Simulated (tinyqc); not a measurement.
Fermi-Dirac statistics of conduction electrons: one step. Fermi level in the non-parabolic band. Five cases, with inputs chosen for the exercise.

Question. Solve for eta at the same n.

Non-parabolic band E (1 + alpha E) = c k^2/m: n = Nc (2/sqrt(pi)) integral_0^infinity sqrt(x (1 + a x)) (1 + 2 a x) dx/(1 + exp(x - eta)) with a = alpha kT and eta = (EF - Ec)/kT; a = 0 gives n = Nc F_1/2(eta).

Give: a; eta; EF - Ec.

Case 1.

Values chosen (out of a larger set: near those of Ge, lowest valleys alone; not measured data): alpha = 0.66 1/eV (non-parabolicity).

u = n/Nc = 11.85930
kT = 0.02585200 eV

Answer.

a = 0.01706
eta = 5.518
EF - Ec = 142.64 meV

The extra states lower EF by 16.36 meV against the parabolic band. In Ge the Gamma and Delta valleys, 0.14 and 0.18 eV up, would start to fill at this EF.

Case 2.

Values chosen (out of a larger set: near those of Ge, lowest valleys alone; not measured data): alpha = 0.59 1/eV (non-parabolicity).

u = n/Nc = 2.639928
kT = 0.02585200 eV

Answer.

a = 0.01525
eta = 1.727
EF - Ec = 44.64 meV

The extra states lower EF by 3.76 meV against the parabolic band.

Case 3.

Values chosen (out of a larger set: near those of InAs, lowest valleys alone; not measured data): alpha = 2.66 1/eV (non-parabolicity).

u = n/Nc = 0.1697179
kT = 0.02585200 eV

Answer.

a = 0.06877
eta = -1.973
EF - Ec = -51.01 meV

The extra states lower EF by 6.70 meV against the parabolic band.

Case 4.

Values chosen (out of a larger set: near those of Ge, lowest valleys alone; not measured data): alpha = 0.63 1/eV (non-parabolicity).

u = n/Nc = 0.5314733
kT = 0.01723467 eV

Answer.

a = 0.01086
eta = -0.497
EF - Ec = -8.57 meV

The extra states lower EF by 0.89 meV against the parabolic band.

Case 5.

Values chosen (out of a larger set: near those of GaN, lowest valleys alone; not measured data): alpha = 0.19 1/eV (non-parabolicity).

u = n/Nc = 0.7640813
kT = 0.03446933 eV

Answer.

a = 0.00655
eta = -0.036
EF - Ec = -1.26 meV

The extra states lower EF by 1.20 meV against the parabolic band.

Computed by tinyqc, one run a case: `OMP_NUM_THREADS=1 python tinyqc.py N N+1 out.jsonl` with N = 1650847, 1651077, 1651132, 1651372, 1651448; one thread of a shared Intel(R) Xeon(R) Processor @ 2.30GHz, about 0.01 s a run at most.
